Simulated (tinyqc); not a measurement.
## Trap density from two Hall measurements

Problem. p-type body, charge-sheet picture, full ionisation (an idealisation for deep acceptors), Boltzmann statistics for free electrons. e = Ec - EF at the surface. psi = Eg - Vt ln(Nv/Na) - e; N_dep = sqrt(2 eps0 eps_r Na (psi - Vt)/q); n_f = sqrt(N_dep^2 + 2 eps0 eps_r Vt Nc exp(-e/Vt)/q) - N_dep; Vg = Vfb + psi + q (N_dep + n_t + n_f)/Cox, Cox = eps0 eox/tox. Find e and n_t at both points and the mean trap density between them.

Inputs (values chosen for the exercise); band and dielectric values close to those of gallium nitride:
- T = 250 K (temperature)
- Eg = 3.42 eV (band gap)
- eps_r = 9.32 (relative permittivity)
- Nc = 1.76e18 cm^-3 (conduction-band density of states at T)
- Nv = 3.56e19 cm^-3 (valence-band density of states at T)
- eox = 3.9 (relative permittivity of the insulator)
- tox = 78 nm (insulator thickness)
- Na = 2e16 cm^-3 (acceptor density)
- Vfb = -2.67 V (flat-band voltage without trapped charge)

Constants: q = 1.602176634e-19 C, kB = 1.380649e-23 J/K, Vt = kB T/q, eps0 = 8.8541878128e-14 F/cm where lengths are in cm. Results are converted to the units shown.

Vg (V): [8.1982017, 21.481621]
free sheet density from the Hall effect (cm^-2): [4.6374618e8, 9.8081769e10]

Answer. Each n_f fixes e; what the gate voltage holds beyond psi, N_dep and n_f is trapped; the difference quotient is the density, smeared over a few Vt.

e (eV): [0.1350, 0.01800]
n_t (cm^-2): [1.340e12, 4.866e12]
mean trap density = 3.013e13 cm^-2 eV^-1

Computed by the program tinyqc: `OMP_NUM_THREADS=1 python tinyqc.py 2222031 2222032 out.jsonl`, one thread of a shared Intel Xeon 2.30GHz, about 0.03 s for the whole run.
